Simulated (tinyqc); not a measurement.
# Hall effect and magnetoresistance of several carrier groups with constant relaxation times, step by step

A worked calculation. Computed by tinyqc, a small Python program that keeps every step. Command: `OMP_NUM_THREADS=1 python tinyqc.py 3003194 3003195 out.jsonl hall2 walk`. One thread of a shared host (Intel(R) Xeon(R) Processor @ 2.30GHz), about 0.01 s of CPU time with the checks. Intermediate numbers are printed to about 5 digits and carried at full precision; extremes and crossings named in words are read from the listed rows.

Group 1 has charge -e and group 2 charge +e; s_i is that sign. B lies along z; mu B is formed with mu in m^2/(V s).

Inputs (values chosen for the exercise, for a model conductor): density n1 = 3.8e+16 1/cm^3; mobility mu1 = 130000 cm^2/(V s); density n2 = 3.8e+16 1/cm^3; mobility mu2 = 61000 cm^2/(V s); magnetic field B = 0.097 T.

Carriers: compensated semimetal. Densities: per volume.

Constants: e = 1.602176634e-19 C.

## Conductivity of each group

sigma_xx = sum n_i e mu_i/(1 + mu_i^2 B^2); sigma_xy = sum s_i n_i e mu_i^2 B/(1 + mu_i^2 B^2).

Parts (S/cm):
```
group      mu B  sigma_xx  sigma_xy
group 1   1.261    305.57   -385.33
group 2  0.5917    275.08    162.76
```

sigma_xx = 580.65 S/cm

sigma_xy = -222.57 S/cm

sigma at B = 0 = 1162.9 S/cm

## Resistivity, Hall coefficient and magnetoresistance

rho_xx = sigma_xx/(sigma_xx^2 + sigma_xy^2); Hall coefficient R_H = sigma_xy/(B (sigma_xx^2 + sigma_xy^2)), with B in V s/cm^2 (1 T = 1e-4 V s/cm^2); magnetoresistance MR = rho_xx(B)/rho_xx(0) - 1. Apparent density 1/(e |R_H|); Hall mobility |R_H|/rho_xx.

rho_xx = 0.0015016 ohm cm

Hall coefficient R_H = -59.336 cm^3/C

magnetoresistance MR = 74.613 %

apparent density = 1.0519e+17 1/cm^3

Hall mobility = 39516 cm^2/(V s)

A one-carrier reading would report electrons of density 1.05e17, against n1 = 3.8e16 and n2 = 3.8e16.

## Limits of weak and strong field

Weak field: R_H(0) = sum s_i n_i mu_i^2/(e (sum n_i mu_i)^2); MR = c B^2 with c = n1 n2 mu1 mu2 (s1 mu1 - s2 mu2)^2/(n1 mu1 + n2 mu2)^2. With n1 = n2 and opposite charges R_H stays at R_H(0) and MR = mu1 mu2 B^2 at every field.

R_H at weak field = -59.336 cm^3/C

coefficient c = 79.3 1/T^2

## Field dependence

rho_xx = sigma_xx/(sigma_xx^2 + sigma_xy^2); Hall coefficient R_H = sigma_xy/(B (sigma_xx^2 + sigma_xy^2)), with B in V s/cm^2 (1 T = 1e-4 V s/cm^2); magnetoresistance MR = rho_xx(B)/rho_xx(0) - 1.

Against the field:
```
B (T)        mu1 B  rho_xx (ohm cm)  R_H (cm^3/C)      MR (%)
0.0038  4.9400e-02       8.6093e-04       -59.336  1.1451e-01
0.012   1.5600e-01       8.6977e-04       -59.336  1.1419e+00
0.031   4.0300e-01       9.2548e-04       -59.336  7.6207e+00
0.077   1.0010e+00       1.2643e-03       -59.336  4.7017e+01
0.19    2.4700e+00       3.3218e-03       -59.336  2.8627e+02
0.46    5.9800e+00       1.5290e-02       -59.336  1.6780e+03
1.2     1.5600e+01       9.9059e-02       -59.336  1.1419e+04
3.1     4.0300e+01       6.5620e-01       -59.336  7.6207e+04
9.2     1.1960e+02       5.7728e+00       -59.336  6.7120e+05
```

MR starts as B^2.00 and ends as B^2.00: with equal densities of opposite charge no Hall field can balance both groups, so it never saturates. One group alone would show no magnetoresistance in this model. The rows with mu1 B well above 1 show the semiclassical limit; Landau quantisation is left out.

Checks made by the program: weak-field formulas against the tensor at mu1 B = 1e-3 (relative difference 2e-10).
